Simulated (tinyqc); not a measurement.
# Inputs raised by 2 %, one at a time

Model: atomic layer deposition: Langmuir saturation, growth per cycle and coating of deep features. Computed by tinyqc, a small Python program. Command: `OMP_NUM_THREADS=1 python tinyqc.py 3031539 3031540 out.jsonl ald sens`. One thread of a shared host (Intel(R) Xeon(R) Processor @ 2.30GHz), about 0.04 s of CPU time with the checks.

Precursor A sticks only on free sites, so a long enough pulse saturates; co-reactant B then frees the sites again.

Inputs (values chosen for the exercise, modelled on zinc oxide from diethylzinc and water):

| quantity | value | unit |
|---|---|---|
| precursor mass M | 124 | u |
| site density q | 6.5 | 1/nm^2 |
| growth per cycle at saturation G | 1.8 | angstrom |
| sticking probability beta on free sites | 0.00048 | - |
| precursor pressure p | 7.5 | Pa |
| temperature T | 250 | C |
| pulse time t | 0.18 | s |
| co-reactant completion per pulse c_B | 0.95 | - |
| desorption energy E_d | 1.96 | eV |
| purge time t_p | 2.6 | s |
| aspect ratio a | 42 | - |

Feature: long trench.

Constants: u = 1.6605390666e-27 kg; k_B = 1.380649e-23 J/K; k_B = 8.617333262e-05 eV/K.

Method:
- Wall flux F = p/sqrt(2 pi M k_B T); rate of filling k_a = beta F/q; desorption k_d = 1e13 exp(-E_d/(k_B T)) per second. 1/m^2 = 1e-18/nm^2.
- Temperatures in kelvin are T(C) + 273.15.
- One cycle from coverage th0: pulse A gives th1 = th_s + (th0 - th_s) exp(-(k_a + k_d) t), th_s = k_a/(k_a + k_d); the purge leaves th2 = th1 exp(-k_d t_p); pulse B converts c_B th2 into film and leaves th3 = (1 - c_B) th2. Growth = G c_B th2.
- The periodic state has th0 = th3: th0 = (1 - c_B) e_p th_s (1 - e_a)/(1 - (1 - c_B) e_p e_a), with e_a = exp(-(k_a + k_d) t), e_p = exp(-k_d t_p).
- Share of impinging molecules used = q (th1 - th0)/(F t).
- Diffusion-limited filling (Gordon) of a long trench of width w, hydraulic diameter 2w, so that a is replaced by a/2 in the hole formula: t = (q/F)(1 + 19a/8 + 3a^2/8). Reaction-limited filling needs ln(100)/k_a at any depth, k_a = beta F/q. Flow is molecular. The front picture holds when the modulus (a/2) sqrt(beta) is well above 1.
- Depth reached by the given pulse: solve the same formula for a. Exposure = p x diffusion-limited time; 1 langmuir = 1.33322e-4 Pa s.

Runs:

| input moved | from | to | growth per cycle (angstrom) | aspect ratio reached by the front in time t | time to 99 % without desorption, ln(100)/k_a (s) | share of impinging molecules used |
|---|---|---|---|---|---|---|
| base run | - | - | 1.1203 | 72.575 | 0.80378 | 2.8968e-04 |
| site density q (1/nm^2) | 6.5 | 6.63 | 1.1080 | 71.829 | 0.81985 | 2.9223e-04 |
| sticking probability beta on free sites | 0.00048 | 0.0004896 | 1.1325 | 72.575 | 0.78802 | 2.9284e-04 |
| precursor pressure p (Pa) | 7.5 | 7.65 | 1.1325 | 73.327 | 0.78802 | 2.8710e-04 |
| aspect ratio a | 42 | 42.84 | 1.1203 | 72.575 | 0.80378 | 2.8968e-04 |
| purge time t_p (s) | 2.6 | 2.652 | 1.1203 | 72.575 | 0.80378 | 2.8968e-04 |
| growth per cycle at saturation G (angstrom) | 1.8 | 1.836 | 1.1427 | 72.575 | 0.80378 | 2.8968e-04 |

Exponents ln(y'/y) / ln(x'/x):

| input | growth per cycle | aspect ratio reached by the front in time t | time to 99 % without desorption, ln(100)/k_a | share of impinging molecules used |
|---|---|---|---|---|
| site density q | -0.556 | -0.521 | 1 | 0.444 |
| sticking probability beta on free sites | 0.549 | 0.000 | -1 | 0.549 |
| precursor pressure p | 0.549 | 0.521 | -1 | -0.451 |
| aspect ratio a | 0.000 | 0.000 | 0 | 0.000 |
| purge time t_p | 0.000 | 0.000 | 0 | 0.000 |
| growth per cycle at saturation G | 1.000 | 0.000 | 0 | 0.000 |

Among the inputs moved here: growth per cycle answers most in size to growth per cycle at saturation G (exponent +1.000), next to site density q (-0.556); its exponent is below 0.0005 for aspect ratio a, purge time t_p. Aspect ratio reached by the front in time t answers most in size to site density q (exponent -0.521), and about equally to precursor pressure p (+0.521); its exponent is below 0.0005 for sticking probability beta on free sites, aspect ratio a, purge time t_p, growth per cycle at saturation G. Its exponent +0.521 in precursor pressure p: the depth goes as the root of the exposure. Time to 99 % without desorption, ln(100)/k_a answers most in size to site density q (exponent +1.000), and about equally to sticking probability beta on free sites (-1.000), precursor pressure p (-1.000); its exponent is below 0.0005 for aspect ratio a, purge time t_p, growth per cycle at saturation G. Its exponent -1.000 in sticking probability beta on free sites: reaction-limited filling. Share of impinging molecules used answers most in size to sticking probability beta on free sites (exponent +0.549), next to precursor pressure p (-0.451); its exponent is below 0.0005 for aspect ratio a, purge time t_p, growth per cycle at saturation G.

Caution (all rows): the pulse is shorter than ln(100)/k_a, so even the open surface is not saturated and the depth reached has no meaning. Caution (all rows): the depth reached is formal here: it is under 4/sqrt(beta), so no sharp front has formed.
